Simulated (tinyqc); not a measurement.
Worked calculation: band edges of strained Si(1-x)Ge(x) on relaxed Si(1-y)Ge(y). Values are carried at full precision from step to step, so a last printed digit may differ when a step is redone from the rounded ones.

Values are linear in the Ge fraction but for ED(x) = linear - CD x (1 - x) and a(x) = linear - Ca x (1 - x). Energies are on the common scale of Ev.

Inputs chosen for the exercise (end members near Si and Ge, in this order; not measured data):
- a = (5.438, 5.653) angstrom (lattice constant)
- Dso = (0.044, 0.291) eV (spin-orbit splitting)
- av = (2.46, 1.22) eV (valence hydrostatic potential)
- b = (-2.09, -2.56) eV (tetragonal shear potential)
- d = (-4.83, -5.28) eV (trigonal shear potential)
- C11 = (166, 129.3) GPa
- C12 = (63.6, 48.7) GPa
- C44 = (78.9, 67.3) GPa
- Ev = (0, 0.62) eV (top of the unstrained valence band)
- ED = (1.15, 0.919) eV (gap to the Delta valleys)
- EL = (2.004, 0.732) eV (gap to the L valleys)
- aD = (1.68, 1.43) eV (hydrostatic potential of the Delta gap)
- aL = (-3.02, -2.6) eV (hydrostatic potential of the L gap)
- XuD = (9.18, 9.31) eV (uniaxial potential, Delta)
- XuL = (16.74, 14.83) eV (uniaxial potential, L)
- CD = 0.191 eV (bowing of the Delta gap)
- Ca = 0.024 angstrom (bowing of the lattice constant)
- x = 0 (Ge fraction of the layer)
- y = 0.28 (Ge fraction of the relaxed buffer)
- face = 001 (growth face)

## Values of the layer and the buffer

Interpolate at x and at y.

Interpolated values (a in angstrom, C11, C12, C44 in GPa, all else in eV):
```
symbol     layer    buffer
a         5.4380    5.4934
Dso       0.0440    0.1132
av        2.4600    2.1128
b        -2.0900   -2.2216
d        -4.8300   -4.9560
C11     166.0000  155.7240
C12      63.6000   59.4280
C44      78.9000   75.6520
Ev        0.0000    0.1736
ED        1.1500    1.0468
EL        2.0040    1.6478
aD        1.6800    1.6100
aL       -3.0200   -2.9024
XuD       9.1800    9.2164
XuL      16.7400   16.2052
```

## Strain of the layer on a (001) buffer

Coherent growth on a (001) face: e_par = (a(y) - a(x))/a(x), e_perp = -2 (C12/C11) e_par; exx = eyy = e_par, ezz = e_perp, no shear.

Use the elastic constants of the layer.

e_par = 0.010181
e_perp = -0.007801

strain tensor in the cubic axes, rows x, y, z and columns alike:
```
[[0.010181, 0.000000, 0.000000],
 [0.000000, 0.010181, 0.000000],
 [0.000000, 0.000000, -0.007801]]
```

The layer is under tension in the plane; its volume changes by +1.256 %.

## Conduction valleys of the layer

A valley with unit axis u lies at Ev + gap + (av + a_valley) tr(e) + Xu (u.e.u - tr(e)/3); the Delta axes are x, y, z and the L axes [111], [1-1-1], [-11-1], [-1-11]. The second-order shift of the Delta valleys under shear is left out; it lowers the pair normal to the sheared plane by tens of meV at a shear of 1 %.

Give the hydrostatic shifts, the uniaxial shifts and the edges.

hydrostatic shifts of Delta and L (eV): [0.0520, -0.0070]

uniaxial shifts (eV): Delta x 0.0550, Delta y 0.0550, Delta z -0.1100, L [111] 0.0000, L [1-1-1] 0.0000, L [-11-1] 0.0000, L [-1-11] 0.0000

valley edges (eV): Delta x 1.2570, Delta y 1.2570, Delta z 1.0920, L [111] 1.9970, L [1-1-1] 1.9970, L [-11-1] 1.9970, L [-1-11] 1.9970

The lowest set is Delta2 (the digit counts whole valleys) at 1.0920 eV; the Delta valleys spread over 165 meV and the L valleys over 0 meV.

## Valence edges of the layer

Valence edges: Ev plus the levels of the 6 x 6 matrix of X, Y, Z times spin with -Dso/3 + l exx + m (eyy + ezz) on the diagonal (cyclic), n exy off it, l = av + 2 b, m = av - b, n = sqrt(3) d. Spin-orbit term (Dso/3) L.sigma on X, Y, Z with (L_k)_ij = -i epsilon_kij: <X+|H|Y+> = -i Dso/3, <X+|H|Z-> = Dso/3, <Y+|H|Z-> = -i Dso/3, <Z+|H|X-> = -Dso/3, <Z+|H|Y-> = i Dso/3, <X-|H|Y-> = i Dso/3, and their conjugates; + and - are the spin along z.

Give the strain block and the three twofold edges.

strain block (eV), rows X, Y, Z and columns alike:
```
[[-0.0067, 0, 0],
 [0, -0.0067, 0],
 [0, 0, 0.1061]]
```

edges from the top (eV): [0.0947, -0.0067, -0.0393]

The top two edges are split by 101 meV.

## Gap and offsets against the buffer

Buffer: Ev(y) and Ec = Ev(y) + min(ED, EL). dEc = Ec(buffer) - Ec(layer), dEv = Ev(layer) - Ev(buffer); positive values confine the carrier in the layer; type I if both have one sign.

gap of the strained layer = 0.9973 eV
gap of the buffer = 1.0468 eV
dEc = 0.1285 eV
dEv = -0.0789 eV

Type II: electrons collect in the layer (128 meV) and holes in the buffer (79 meV). The relaxed layer would have a gap of 1.150 eV, so strain has moved it by -153 meV.

## Checks

- Mean of the three Delta edges against the hydrostatic shift alone (eV): both 1.20200.

Program tinyqc; command `OMP_NUM_THREADS=1 python tinyqc.py 1051134 1051135 out.jsonl`; about 0.01 s on one thread of a shared Intel(R) Xeon(R) Processor @ 2.30GHz.
